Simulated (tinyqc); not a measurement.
A double barrier with mass mismatch, transfer matrices: two steps of the calculation.

One electron of energy E comes from the left lead (band edge 0); no transverse momentum. Parabolic bands, masses in units of m0, C = hbar^2/(2 m0); psi and psi'/m are continuous at every interface. Barrier d1, well Lw, barrier d2; the right lead equals the left one.

Inputs (values chosen for the exercise); masses and offsets close to those of GaAs wells and AlGaAs barriers: mass in the left lead mL = 0.068 m0; barrier height U1 = 0.25 eV; barrier mass m1 = 0.09 m0; width of the first barrier d1 = 1.7 nm; well width (edge 0, mass mL) Lw = 4.7 nm; width of the second barrier d2 = 1.7 nm; electron energy E = 0.042 eV.

Constants: q = 1.602176634e-19 C, hbar = 1.054571817e-34 J s, m0 = 9.1093837015e-31 kg, hbar^2/(2 m0) = 0.0380998212 eV nm^2. Results are converted to the units shown.

Problem 1. Matrices of the layers. For the pair (psi, psi'/m) a flat layer has M = [[cos kd, (m/k) sin kd], [-(k/m) sin kd, cos kd]] with k = sqrt(m (E - U)/C) above its edge U, and M = [[cosh Kd, (m/K) sinh Kd], [(K/m) sinh Kd, cosh Kd]] with K = sqrt(m (U - E)/C) below it. M12 is in nm, M21 in 1/nm.

Find: M of layer 1; M of layer 2; M of layer 3.

Solution 1.

M of layer 1:
```
       1       2
1  1.798  0.1919
2  11.64   1.798
```

M of layer 2:
```
        1       2
1  0.2802  0.2384
2  -3.865  0.2802
```

M of layer 3:
```
       1       2
1  1.798  0.1919
2  11.64   1.798
```

Problem 2. Transmission and reflection. The matrix M carries (psi, psi'/m) across the stack, and v = k/m in each lead. psi = 1 + r at the left edge (incident amplitude 1) and t at the right edge. With det M = 1, a = i vR M11 - M21 and b = -vL vR M12 - i vL M22: t = 2 i vL/(a - b), r = -(a + b)/(a - b), T(E) = (vR/vL) |t|^2, R(E) = |r|^2.

M:
```
           1           2
1  5.1875153  0.82186255
2  31.526337   5.1875153
```

vL = 4.0263240 1/nm
vR = 4.0263240 1/nm

Give: t; r; T(E); R(E).

Solution 2.

t = 0.16201-0.07060i
r = -0.39319-0.90232i
T(E) = 0.031230
R(E) = 0.96877

T(E) + R(E) = 1: the current is conserved.

Numbers from tinyqc (`OMP_NUM_THREADS=1 python tinyqc.py 2560032 2560033 out.jsonl`; about 0.03 s on one thread of a shared Intel Xeon 2.30GHz).
